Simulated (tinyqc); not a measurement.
From a target to a composition: model-solid line-up of a strained alloy layer on a substrate.

Problem. A layer of the alloy is strained to the substrate, and its gap (Ec minus the top valence edge) is given. Find x between 0.02 and 0.50, where the gap is monotonic.

All values of the alloy are linear in x but the gap, Eg(x) = (1 - x) Eg_A + x Eg_B - C x (1 - x), and the valence edge, Ev(x) = (1 - x) Ev_A + x Ev_B + fv C x (1 - x); Ec = Ev + Eg. Ev is the top of the unstrained valence band on a scale common to all materials. In the layer only the Gamma valley of the conduction band is followed, also where an X or L valley would lie lower.

Coherent growth on a (001) face: e_par = (a_s - a)/a, e_perp = -2 (C12/C11) e_par; exx = eyy = e_par, ezz = e_perp, no shear.

Strained edges: Ec + ac tr(e); the valence edges are Ev plus the levels of the 6 x 6 matrix of X, Y, Z times spin with -Dso/3 + l exx + m (eyy + ezz) on the diagonal (cyclic), n exy off it, l = av + 2 b, m = av - b, n = sqrt(3) d. Spin-orbit term (Dso/3) L.sigma on X, Y, Z with (L_k)_ij = -i epsilon_kij: <X+|H|Y+> = -i Dso/3, <X+|H|Z-> = Dso/3, <Y+|H|Z-> = -i Dso/3, <Z+|H|X-> = -Dso/3, <Z+|H|Y-> = i Dso/3, <X-|H|Y-> = i Dso/3, and their conjugates; + and - are the spin along z.

Inputs chosen for the exercise (A near InAs, B near InSb, substrate near GaSb; not measured data):
```
symbol  value           unit      meaning
a       (6.067, 6.484)  angstrom  lattice constant of A, B
Eg      (0.421, 0.232)  eV        gap at Gamma to the s-like level of A, B
Dso     (0.388, 0.822)  eV        spin-orbit splitting of A, B
Ev      (-0.6, 0)       eV        top of the unstrained valence band of A, B
ac      (-5.07, -6.99)  eV        conduction deformation potential of A, B
av      (1, 0.36)       eV        valence hydrostatic potential of A, B
b       (-1.79, -1.98)  eV        tetragonal shear potential of A, B
d       (-3.62, -4.65)  eV        trigonal shear potential of A, B
C11     (84.2, 68.5)    GPa       of A, B
C12     (45.6, 37.5)    GPa       of A, B
C44     (39.4, 31.2)    GPa       of A, B
C       0.726           eV        bowing of the gap
fv      0.7                       share of the bowing taken by the valence edge
a_s     6.089           angstrom  substrate
face    001                       growth face
```

strained gap = 0.249286 eV

Find: x; e_par; gap of the relaxed alloy.

Solution. Bisect on x; the strained gap is 0.3817 eV at x = 0.02 and 0.2098 eV at x = 0.50.

x = 0.290
e_par = -1.599 %
gap of the relaxed alloy = 0.217 eV

Run: tinyqc, `OMP_NUM_THREADS=1 python tinyqc.py 1081560 1081561 out.jsonl`; Intel(R) Xeon(R) Processor @ 2.30GHz, one thread, shared host; about 0.02 s of CPU time with all checks.
